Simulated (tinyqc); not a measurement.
Inside a calculation. Method: sp3 tight binding, zinc-blende lattice. One step of it, computed by the program tinyqc.

Problem. Bloch Hamiltonian at k. Slater-Koster rules over the four bonds with direction cosines (l, m, n): ss V_ss; s-px l V_sp; px-s -l V_sp; px-px l^2 V_pps + (1 - l^2) V_ppp; px-py l m (V_pps - V_ppp); each times exp(i k.d).

Parameters chosen for this model: zinc-blende lattice, anion at 0, cation at a/4 (1,1,1); V = eta hbar^2 / (m d^2), hbar^2/m = 7.619964 eV angstrom^2:
```
parameter          value      unit
a               4.450000  angstrom
d               1.926907  angstrom
Es anion      -18.180000        eV
Ep anion       -8.230000        eV
Es cation     -10.060000        eV
Ep cation      -3.990000        eV
eta ss         -1.360000
eta sp          1.680000
eta pp sigma    2.850000
eta pp pi      -0.810000
V ss           -2.791069        eV
V sp            3.447791        eV
V pp sigma      5.848931        eV
V pp pi        -1.662328        eV
```

k point k (2 pi / a): -0.100000  -0.060000  -0.760000

Give: H(k) at k.

Solution.

H(k) at k (eV):
```
                  a s             a px             a py             a pz
a s          -18.1800           0.0000           0.0000           0.0000
a px           0.0000          -8.2300           0.0000           0.0000
a py           0.0000           0.0000          -8.2300           0.0000
a pz           0.0000           0.0000           0.0000          -8.2300
c s   -4.0412+0.1528i   0.6881-0.4565i   1.1530-0.2724i   0.0432-7.2796i
c px  -0.6881+0.4565i   1.2183-0.0461i  -0.0543+9.1563i  -1.4502+0.3427i
c py  -1.1530+0.2724i  -0.0543+9.1563i   1.2183-0.0461i  -0.8655+0.5742i
c pz  -0.0432+7.2796i  -1.4502+0.3427i  -0.8655+0.5742i   1.2183-0.0461i

                  c s             c px             c py             c pz
a s   -4.0412-0.1528i  -0.6881-0.4565i  -1.1530-0.2724i  -0.0432-7.2796i
a px   0.6881+0.4565i   1.2183+0.0461i  -0.0543-9.1563i  -1.4502-0.3427i
a py   1.1530+0.2724i  -0.0543-9.1563i   1.2183+0.0461i  -0.8655-0.5742i
a pz   0.0432+7.2796i  -1.4502-0.3427i  -0.8655-0.5742i   1.2183+0.0461i
c s          -10.0600           0.0000           0.0000           0.0000
c px           0.0000          -3.9900           0.0000           0.0000
c py           0.0000           0.0000          -3.9900           0.0000
c pz           0.0000           0.0000           0.0000          -3.9900
```
